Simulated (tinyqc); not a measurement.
Heavy doping: gap narrowing, degeneracy and the minority density, step by step. Values are carried at full precision from step to step, so a last printed digit may differ when a step is redone from the rounded ones.

Empirical narrowing (Slotboom form, constants chosen for the exercise; published fits of this form give the apparent narrowing, here it is taken as the true one): dEg = E0 [ln(N/N0) + sqrt(ln(N/N0)^2 + C)].

Constants: kB = 8.617333262e-05 eV/K; e^2/(4 pi eps0) = 14.39964547 eV angstrom.

Inputs chosen for the exercise (gap and densities of states near those of Si at this temperature; narrowing constants near the fits for Si; not measured data): N = 1.8e+18 1/cm^3 (ionised acceptors, equal to the majority density); E0 = 6.65 meV (narrowing scale); N0 = 1.5e+17 1/cm^3 (onset density); C = 0.5 (smoothing constant); Nv = 1.46e+19 1/cm^3 (valence-band density of states); Eg = 1.112 eV (gap); Nc = 3.32e+19 1/cm^3 (conduction-band density of states); T = 350 K; eps = 11.3 (dielectric constant); Mv = 1 (majority valleys).

## Gap narrowing

Evaluate at N.

ln(N/N0) = 2.4849
dEg (empirical fit) = 33.71 meV

Well above N0 each decade of doping adds 2 E0 ln 10 = 30.6 meV.

## Degeneracy of the majority band

F_j(eta) = (1/Gamma(j + 1)) integral_0^infinity x^j dx/(1 + exp(x - eta)), which tends to exp(eta) for eta << 0.

Majority: N = Nv F_1/2(eta), eta the distance of EF beyond the majority band edge in kT. Degeneracy factor gam = F_1/2(eta)/exp(eta). ni0^2 = Nc Nv exp(-Eg/kT); product n p = ni0^2 gam exp(dEg/kT), dEg the true narrowing; apparent narrowing dEa = dEg + kT ln gam; minority density = n p/N.

Solve for eta and form gam.

N/Nv = 0.1233
eta = -2.0497
gam = 0.9574

## Product and minority density

Combine both effects.

ni0 = 2.17e+11 1/cm^3
exp(dEg/kT) = 3.06
dEa = 32.4 meV
sqrt(n p) = 3.71e+11 1/cm^3
minority density = 7.67e+04 1/cm^3

Narrowing multiplies the product by 3.06 and degeneracy by 0.957; together they change the minority density by a factor 2.93 against ni0^2/N.

## Two estimates of the size

Two physical estimates, e2 = e^2/(4 pi eps0), N in 1/angstrom^3: exchange shift at the Fermi level, Ex = (e2/eps) kF/pi with kF = (3 pi^2 N/Mv)^(1/3); screened-pair energy (Lanyon-Tuft), Es = (3/4)(e2/eps) qs with qs^2 = (4 pi e2 N/(eps kT)) F_-1/2(eta)/F_1/2(eta).

Evaluate both at N.

kF = 0.03763 1/angstrom
Ex = 15.26 meV
Es = 28.92 meV

Against the fitted dEg = 33.7 meV, Ex is 0.45 and Es 0.86 times as large; each keeps one mechanism only, and Ex assumes a strongly degenerate gas, while here eta is only -2.05.

## Checks

- Minority density against the Boltzmann occupation of the other band at the narrowed gap (1/cm^3): both 7.666e+04.

Run: tinyqc, `OMP_NUM_THREADS=1 python tinyqc.py 1650932 1650933 out.jsonl`; Intel(R) Xeon(R) Processor @ 2.30GHz, one thread, shared host; about 0.01 s of CPU time with all checks.
